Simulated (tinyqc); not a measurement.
Inside a calculation: interband optics of a two-band s-p chain from momentum matrix elements. Values are carried at full precision from step to step, so a last printed digit may differ when a step is redone from the rounded ones.

H(k) = [[Es - 2 ts cos ka, 2i V sin ka], [-2i V sin ka, Ep_ + 2 tp cos ka]] in the basis s, p; the lower band is full, with two electrons a cell. The velocity operator times hbar is W = dH/dk (eV angstrom); intra-atomic dipoles are left out.

Constants: hbar^2/2m0 = 3.80998211 eV angstrom^2; e^2/(4 pi eps0) = 14.39964547 eV angstrom.

Inputs chosen for the exercise:
```
symbol  value  unit        meaning
a       2.75   angstrom    period
Es      3.49   eV          upper orbital (s)
Ep_     -3.05  eV          lower orbital (p)
ts      0.4    eV          s-s hopping
tp      0.57   eV          p-p hopping
V       0.72   eV          s-p hopping
k       0.37   2 pi/a      wave vector
N       8                  k points
Ar      10.8   angstrom^2  cross-section per chain
eta     0.2    eV          Lorentzian half width
E       3.06   eV          photon energy
```

## Hamiltonian and velocity at one k

Form H and W = dH/dk.

H (eV):
```
          s        p
s    4.0376  1.0497i
p  -1.0497i  -3.8304
```

W (eV angstrom):
```
         s         p
s   1.6037  -2.7108i
p  2.7108i   -2.2853
```

## Matrix element between the bands

Diagonalise H, transform W, and form w = |W_cv|^2, the Kane-type energy w/c and the oscillator strength f = w/(c D), c = hbar^2/2m0, D = Ec - Ev.

Ev, Ec (eV): -3.9680  4.1753

weights:
```
        v       c
s  0.0169  0.9831
p  0.9831  0.0169
```

slopes dEv/dk, dEc/dk (eV angstrom): -1.521  0.839

w = 9.737 eV^2 angstrom^2
w/c = 2.556 eV
f = 0.314

## Transitions on the mesh

At each k_j = (j + 1/2)/N (2 pi/a) up to the zone edge give D = Ec - Ev, w = |<c|W|v>|^2 and f = w/(c D), c = hbar^2/2m0; the other half of the zone repeats the values.

Transitions:
```
k (2 pi/a)  D (eV)  w (eV^2 angstrom^2)      f
0.0625      4.8739               11.109  0.598
0.1875      6.3790                0.122  0.005
0.3125      7.7533                5.149  0.174
0.4375      8.4049               14.144  0.442
```

D runs from 4.874 to 8.405 eV on the mesh; f is largest at k = 0.0625.

## Dielectric function from the table

With w(k) = |<c|W|v>|^2 and D(k) = Ec - Ev, on the mesh k_j = (j + 1/2)/N (2 pi/a): eps(E) = 1 + (8 pi e2/(a Ar)) mean_j (w/D^2) [1/(D - E - i eta) + 1/(D + E + i eta)], e2 = e^2/(4 pi eps0); light polarised along the chains, no local fields.

Take the mean over the rows. Also eps(0) at eta = 0, and the effective electrons per cell n_eff = 2 mean(f).

eps(E) = 2.206+0.086i
eps(0) = 1.800
n_eff = 0.610

On a mesh of 2000 points the values are 2.252+0.096i, 1.816 and 0.613. n_eff need not equal the 2 electrons of the cell: a two-orbital basis with chosen hoppings does not obey the sum rule of free electrons.

## Checks

- Curvature of the lower band against <v|d2H/dk2|v> - 2 w/D (eV angstrom^2): both 5.387.
- Zone mean of 2 w/D against the zone mean of <v|d2H/dk2|v>, the f-sum rule of a full band (eV angstrom^2): both 2.3337.

Run: tinyqc, `OMP_NUM_THREADS=1 python tinyqc.py 1682310 1682311 out.jsonl`; Intel(R) Xeon(R) Processor @ 2.30GHz, one thread, shared host; about 0.01 s of CPU time with all checks.
